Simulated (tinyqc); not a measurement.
# Resistance of a circular point contact between the ballistic and the diffusive limit: two studies

Two half-spaces of a free-electron metal (one valley, spin 2) meet through a circular opening of radius a in an insulating sheet.

Parameters, values chosen for the exercise: free-electron density n = 2.8e22 cm^-3; mean free path l = 33 nm; radius of the opening a = 2.2 nm.

Constants: q = 1.602176634e-19 C, hbar = 1.054571817e-34 J s. Results are converted to the units shown.

Each table varies one quantity; the others keep the values above.

## Effect of the radius

kF = (3 pi^2 n)^(1/3), resistivity rho = hbar kF/(n q^2 l). Maxwell: RM = rho/(2 a); Sharvin: RS = 4 rho l/(3 pi a^2); interpolation R = RS + gamma RM, gamma = (1 + 0.83 K)/(1 + 1.33 K), K = l/a.

Results:

| a (nm) | K = l/a | RM (ohm) | RS (ohm) | R (ohm) |
|---|---|---|---|---|
| 2 | 16.50 | 10.44 | 146.2 | 152.9 |
| 3.8 | 8.684 | 5.496 | 40.51 | 44.11 |
| 7.3 | 4.521 | 2.861 | 10.98 | 12.92 |
| 14 | 2.357 | 1.492 | 2.985 | 4.051 |
| 27 | 1.222 | 0.7735 | 0.8025 | 1.396 |
| 52 | 0.6346 | 0.4016 | 0.2163 | 0.5488 |
| 99 | 0.3333 | 0.2109 | 0.05969 | 0.2463 |
| 190 | 0.1737 | 0.1099 | 0.01620 | 0.1184 |
| 700 | 0.04714 | 0.02983 | 0.001194 | 0.03037 |

Estimate the missing row, a = 370 nm.

Computed row:

| a (nm) | K = l/a | RM (ohm) | RS (ohm) | R (ohm) |
|---|---|---|---|---|
| 370 | 0.08919 | 0.05644 | 0.004273 | 0.05847 |

With this row back in the table: R falls from 153 to 0.0304 ohm, as a^(-1.94) between the first two rows and a^(-1.03) between the last two (Sharvin -2, Maxwell -1). RM equals RS at a = 8 l/(3 pi) = 28.0 nm.

## Effect of the mean free path

Same model as above.

The same in every row: RS (ohm) = 120.9.

Effect of the mean free path:

| l (nm) | K = l/a | RM (ohm) | R (ohm) |
|---|---|---|---|
| 0.1 | 0.04545 | 3133 | 3186 |
| 0.22 | 0.1000 | 1424 | 1482 |
| 0.48 | 0.2182 | 652.6 | 718.3 |
| 1 | 0.4545 | 313.3 | 389.8 |
| 2.2 | 1.000 | 142.4 | 232.7 |
| 4.9 | 2.227 | 63.93 | 166.8 |
| 11 | 5.000 | 28.48 | 140.0 |
| 23 | 10.45 | 13.62 | 129.7 |
| 49 | 22.27 | 6.393 | 124.9 |

R falls from 3190 to 125 ohm. RS stays at 121 ohm, since rho l depends on n alone, and R is 3.4 % above it in the last row: a cleaner metal cannot lower R below the Sharvin value.

Computed by the program tinyqc: `OMP_NUM_THREADS=1 python tinyqc.py 2760142 2760143 out.jsonl`, one thread of a shared Intel Xeon 2.30GHz, about 0.01 s for the whole run.
